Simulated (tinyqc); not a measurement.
Worked calculation: donor near an oxide interface in a gate field (two-state model). Values are carried at full precision from step to step, so a last printed digit may differ when a step is redone from the rounded ones.

Interface at z = 0 (hard wall), donor at z = d, field F pulling electrons to the interface: potential e F z; 1 kV/cm = 1e-5 eV/angstrom, c = hbar^2/2m0, q = e^2/(4 pi eps0), Q = (eps - eo)/(eps + eo). Donor state: E_D = e F d - ED - q Q/(4 eps d), the last term joining the images of ion and electron. Interface state: z exp(-b z/2) exp(-rho^2/(2 L^2)) with E_z = c b^2/(4 mz) + 3 e F/b + q Q b/(8 eps), minimised over b; in the plane at z = 3/b the ion (distance D = d - 3/b) and its image (D' = d + 3/b) give E_rho = c/(mt L^2) - (q/eps)(sqrt(pi)/L)[erfcx(D/L) + Q erfcx(D'/L)], erfcx(x) = exp(x^2) erfc(x), minimised over L. E_I = E_z + E_rho.

Constants: hbar^2/2m0 = 3.80998211 eV angstrom^2; e^2/(4 pi eps0) = 14.39964547 eV angstrom.

Values chosen for the exercise (near those of a donor in Si below SiO2, static dielectric constants; shifted at random, so the results belong to these values and not to a real crystal):
```
symbol  value  unit      meaning
d       60     angstrom  depth of the donor
ED      31.8   meV       bulk binding energy
mz      0.928  m0        mass across the interface
mt      0.186  m0        mass in the plane
eps     11.5             dielectric constant of the semiconductor
eo      3.9              dielectric constant of the oxide
F       80.2   kV/cm     field in the semiconductor
aD      16.3   angstrom  donor radius
v       0.51             valley factor
```

## The interface state across the interface

Solve c b/(2 mz) - 3 e F/b^2 + q Q/(8 eps) = 0; give Q, b, the three terms of E_z and <z> = 3/b.

Q = 0.4935
b = 0.09427 1/angstrom

kinetic, field and image terms (meV): 9.12  25.52  7.28

<z> = 31.8 angstrom

The image pushes the electron away from the oxide; without it <z> would be 28.5 angstrom.

## Binding in the plane

Give D, D', the best L, both terms and E_rho.

D, D' (angstrom): 28.2  91.8

L = 51.7 angstrom

kinetic and Coulomb terms (meV): 7.67  -31.45

E_rho = -23.77 meV

The bottom of the well lies at -51.2 meV, so the level is 54 % of the way up; L/D = 1.83. Above the critical field the ionised donor would thus still hold its electron as a dot at the interface.

## Where the electron sits

The two states couple by t = t0 exp(-D/aD) with t0 = q/(eps aD) (2 aD/L) sqrt(aD b/2) v, v a valley factor; this form is an estimate. With detuning u = E_D - E_I the splitting is sqrt(u^2 + 4 t^2) and the lower state has weight (1 - u/sqrt(u^2 + 4 t^2))/2 on the donor.

Give E_D, E_I, t, the splitting and the donor weight.

E_D, E_I (meV): 13.75  18.15

t = 3.85 meV
splitting = 8.87 meV
donor weight = 0.749

The electron is shared; the contact hyperfine coupling scales with the donor weight. With this t, the tunnelling time pi hbar/(2t) at a crossing would be 0.269 ps (hbar = 6.58212e-16 eV s); here the detuning is 1.15 t.

## Critical field

Find F at which E_D = E_I; compare the rule e F d = ED. The crossing width is 4t/(e D), with t and D formed anew at that field.

critical field = 97.7 kV/cm
ED/(e d) = 53.0 kV/cm
width = 44 kV/cm

The confinement energy E_z = 47.3 meV raises the field needed and the attraction E_rho = -23.0 meV lowers it; the result is 1.84 times the simple rule.

## Checks

- E_z without images against 1.5 x 6^(2/3)/2 (c (e F)^2/mz)^(1/3), meV: both 34.23.
- E_rho from the radial equation in the full Coulomb well against the Gaussian trial function, meV: -24.2 against -23.8.

Computed by tinyqc, a small Python program: `OMP_NUM_THREADS=1 python tinyqc.py 1280003 1280004 out.jsonl` (the numbers bound the seed that draws the inputs); one thread of a shared host (Intel(R) Xeon(R) Processor @ 2.30GHz), about 0.1 s for the whole set of steps.
